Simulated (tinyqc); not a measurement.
Self-heating of a transistor with one or more fingers, with temperature-dependent conductivity: one step, computed by the program tinyqc. Command: `OMP_NUM_THREADS=1 python tinyqc.py 3017775 3017776 out.jsonl selfheat walk`. One thread of a shared host (Intel(R) Xeon(R) Processor @ 2.30GHz), about 0.05 s of CPU time with the checks.

N long parallel fingers lie on the top face of a slab whose bottom is held at T_0; the top is otherwise insulated, and heat flows in two dimensions. P in W/mm is 1000 P in W/m.

Question. Extra rise from ballistic phonons. Near a source smaller than the free path, Fourier's law overstates the flow. Rough estimate: a strip that emits phonons into a half space adds a resistance times area of 4 Lambda/(3 kappa_0), from the ballistic flux C v Delta T/4 with kappa_0 = C v Lambda/3, so Delta T_b = 4 Lambda P/(3 kappa_0 w); Knudsen number Lambda/w.

Inputs (values chosen for the exercise, modelled on silicon carbide):
```
quantity                                      value        unit
conductivity at the base temperature kappa_0    397     W/(m K)
power per gate width P                          6.5        W/mm
width of the heat source w                     0.67  micrometre
phonon free path Lambda                         140          nm
```

Power: power rises with temperature.

largest theta = 80.67365 K

Give: Knudsen number; ballistic rise Delta T_b; Delta T_b / largest theta.

Answer.

Knudsen number = 0.20896

ballistic rise Delta T_b = 4.5616 K

Delta T_b / largest theta = 0.056544

By this estimate the ballistic term is at most a fifth of the Fourier rise.
